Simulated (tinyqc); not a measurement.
Impurity strength from the transmission.

Inverse problem. An infinite chain has hopping -t with t = 4.38 eV and site energy 0; E = -2 t cos(k) with E = -1.89 eV. One site has the energy u > 0, so T(E) = 1/[1 + u^2/(4 t^2 sin^2 k)]. Find sin^2 k and u.

T(E) = 0.49382395

Solution. sin^2 k = 1 - (E/2t)^2, and u = 2 t |sin k| sqrt(1/T(E) - 1).

sin^2 k = 0.953
u = 8.66 eV

Computed by the program tinyqc: `OMP_NUM_THREADS=1 python tinyqc.py 2660034 2660035 out.jsonl`, one thread of a shared Intel Xeon 2.30GHz, about 0.01 s for the whole run.
